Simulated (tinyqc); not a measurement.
Worked calculation: two-step dopant diffusion (predeposition and drive-in) with a constant diffusivity. Computed by tinyqc, a small Python program that keeps every step. Command: `OMP_NUM_THREADS=1 python tinyqc.py 3026930 3026931 out.jsonl dopdiff walk`. One thread of a shared host (Intel(R) Xeon(R) Processor @ 2.30GHz), about 0.04 s of CPU time with the checks. Intermediate numbers are printed to about 6 digits and carried at full precision; extremes and crossings named in words are read from the listed rows.

Fick diffusion into a half space x > 0 whose background doping C_B is of the opposite type, so that a junction lies where C = C_B.

Inputs (values chosen for the exercise, modelled on aluminium in silicon): prefactor D0 = 1.17 cm^2/s; activation energy E = 3.38 eV; surface concentration C_s = 3.6e+18 1/cm^3; background doping C_B = 1e+15 1/cm^3; predeposition temperature T1 = 975 C; predeposition time t1 = 60 min; drive-in temperature T2 = 1025 C; drive-in time t2 = 480 min; mean mobility in the layer mu = 200 cm^2/(V s).

Furnace ramps of the drive-in: none.

Constants: k_B = 8.617333262e-05 eV/K; e = 1.602176634e-19 C.

## Diffusivities

D = D0 exp(-E/(k_B T)). Temperatures in kelvin are T(C) + 273.15. Times in seconds are 60 times the minutes.

D1 = 2.63286e-14 cm^2/s

D2 = 8.83261e-14 cm^2/s

product D1 t1 = 9.47828e-11 cm^2

## Thermal budget of the drive-in

(Dt)2 = D2 t2, t2 in seconds.

drive-in budget (Dt)2 = 2.54379e-09 cm^2

## Predeposition

C = C_s erfc(x/(2 sqrt(D1 t1))); dose Q = 2 C_s sqrt(D1 t1/pi); the junction solves erfc(z) = C_B/C_s with x_j = 2 z sqrt(D1 t1).

dose Q = 3.95478e+13 1/cm^2

z = 2.57047

junction depth after predeposition = 0.500503 um

## Drive-in as a Gaussian

With a sealed surface and a thin source, C = Q/sqrt(pi (Dt)2) exp(-x^2/(4 (Dt)2)); x_j = 2 sqrt((Dt)2 ln(C(0)/C_B)); gradient at the junction |dC/dx| = C_B x_j/(2 (Dt)2).

surface concentration C(0) (Gaussian) = 4.42391e+17 1/cm^3

junction depth x_j = 2.48976 um

gradient at the junction = 4.89380e+19 1/cm^4

The drive-in moves the junction from 0.501 to 2.49 um and lowers the surface value by a factor 8.14.

## Sheet resistance

Net dose Q_net = Q erf(x_j/(2 sqrt((Dt)2))) - C_B x_j; R_s = 1/(e mu Q_net), with every dopant ionised and one mobility.

net dose = 3.92798e+13 1/cm^2

sheet resistance R_s (Gaussian) = 794.494 ohm/square

## Exact junction depth

Exact two-step profile: C = (2 C_s/pi) int_0^alpha exp(-beta (1 + u^2))/(1 + u^2) du with alpha = sqrt(D1 t1/(Dt)2), beta = x^2/(4 (D1 t1 + (Dt)2)). The integral takes 48 Gauss-Legendre points; solve C(x) = C_B.

exact junction depth = 2.51819 um

## Gaussian against the exact two-step profile

Gaussian: C = Q/sqrt(pi (Dt)2) exp(-x^2/(4 (Dt)2)). Depths are fractions of the Gaussian x_j.

Profiles:
```
x/x_j   x (um)  Gaussian (1/cm^3)  exact (1/cm^3)    ratio
0.0    0.00000        4.42391e+17     4.37017e+17  1.01230
0.2    0.49795        3.46716e+17     3.44520e+17  1.00638
0.4    0.99590        1.66908e+17     1.68803e+17  0.98878
0.6    1.49386        4.93533e+16     5.14100e+16  0.96000
0.8    1.99181        8.96376e+15     9.73427e+15  0.92085
1.0    2.48976        1.00000e+15     1.14622e+15  0.87244
1.2    2.98771        6.85244e+13     8.39625e+13  0.81613
```

With D1 t1/(Dt)2 = 0.037, the Gaussian is 1.2 % high at the surface and 13 % low at its own junction; the exact junction lies at 2.518 um, 1.1 % deeper. The dose is the same, but the real source already has a width, which carries into the tail.

Checks made by the program: exact profile against the direct convolution of the erfc with the Gaussian kernel (relative difference below 1e-10).
